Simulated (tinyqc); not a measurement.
Koster-Slater impurity in a tight-binding band, by Green functions and by supercells: one step, computed by the program tinyqc.

One orbital per site, e(k) = -2 t sum cos(k_i) over 3 direction(s), band from -6 t to 6 t, lattice constant 1. One site has the extra energy U. Spin is left out.

Task: The host Green function outside the band. Outside the band G0(E) = (1/pi) int_0^pi dk (2/(pi z)) K(16 t^2/z^2), z = E + 2 t cos k, K the complete elliptic integral with parameter m; 200 Gauss-Legendre points. A bound state solves 1/U = G0(E). Energies: 0.05, 0.2, 0.5, 1, 2, 4 and 8 t beyond the band edge on the side of U, rounded to four digits.

Inputs (values chosen for the exercise, for a model band): hopping t = 1.9 eV; impurity potential U = -9.21 eV.

Lattice: simple cubic.

Give: Scan on the side of U.

Result:

Scan on the side of U:
```
E (eV)  G0 (1/eV)  1/U - G0 (1/eV)
-11.49   -0.12365         0.015075
-11.78   -0.11348         0.004901
-12.35   -0.10204        -0.006539
-13.30   -0.08975        -0.018828
-15.20   -0.07417        -0.034403
-19.00   -0.05639        -0.052184
-26.60   -0.03884        -0.069734
```

G0 stays finite at the band edge, 0.252731/t in size, so binding needs |U| > 3.957 t.
